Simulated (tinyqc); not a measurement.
From base transit time tau_B back to base width W: minority-electron transport through the base of a bipolar transistor (Moll-Ross and Kroemer integrals). Computed by tinyqc, a small Python program. Command: `OMP_NUM_THREADS=1 python tinyqc.py 3011937 3011938 out.jsonl base inv`. One thread of a shared host (Intel(R) Xeon(R) Processor @ 2.30GHz), about 0.01 s of CPU time with the checks.

Low injection, one dimension, x from the emitter edge (0) to the collector edge (W), s = x/W. Recombination is treated as a small correction (valid for tau_B well below tau_n), computed from the stored charge.

Inputs (values chosen for the exercise, modelled on GaAs):
```
quantity,value,unit
intrinsic density n_i at the emitter edge,2.1e+06,1/cm^3
base doping at the emitter edge N_0,6.4e+17,1/cm^3
mu_min,1000,cm^2/(V s)
mu_max,7130,cm^2/(V s)
N_ref,2e+17,1/cm^3
saturation velocity v_s,0.88,1e7 cm/s
base-emitter voltage V_BE,0.87,V
temperature T,300,K
gap narrowing across the base dE_g,47,meV
```

Base doping profile: uniform. Gap grading: linear. Exit of the base: infinite sink.

Constants: k_B = 8.617333262e-05 eV/K; e = 1.602176634e-19 C.

Method. N(x) = N_0; n_i(x)^2 = n_i^2 exp(s dE_g/k_B T); D(x) = (k_B T/e) mu, mu = mu_min + (mu_max - mu_min)/(1 + (N/N_ref)^0.7). With y(x) = N n_i^2/(D n_i(x)^2): base Gummel number G_B = int_0^W y dx; J_C = e n_i^2 exp(e V_BE/k_B T)/G_B; n(x) = (J_C/e)(n_i(x)^2/(N n_i^2)) [int_x^W y dx]; transit time tau_B = (e/J_C) int n dx; trapezoid rule on 401 even points.

Problem. A run gave the result below. Find the base width W, known to lie between 38 and 80 nm.

base transit time tau_B = 0.1606856 ps

Solution.

Each step takes the trial c = (a f_b - b f_a)/(f_b - f_a), f being the result less the target and a, b, c the logarithms of the listed values; c replaces end b, the old b replaces a if the sign of f changed, and otherwise f_a is halved.

Scan of the range:
```
base width W (nm),base transit time tau_B (ps)
38.0,0.057489
43.0,0.073613
48.7,0.094423
55.1,0.120871
62.4,0.155020
70.7,0.199002
80.0,0.254800
```

False position (Illinois rule, in the logarithm of the input) inside the bracket:
```
step,end a,end b,trial,base transit time tau_B (ps)
1,62.4000,70.7000,63.4119,0.160089
2,70.7000,63.4119,63.5178,0.160624
3,70.7000,63.5178,63.5397,0.160734
4,63.5178,63.5397,63.5300,0.160686
5,63.5397,63.5300,63.5300,0.160686
```

Base transit time tau_B rises at every point of a 13-point scan of the range (every second point is shown), so one value fits; it is bracketed by 62.4 and 70.7. The scan shows a pure power law with exponent 2.000, so scaling from any one row also gives the answer directly. Answer: base width W = 63.53 nm.

Caution: the mean velocity exceeds v_s, so drift-diffusion with a low-field mobility overstates the speed.
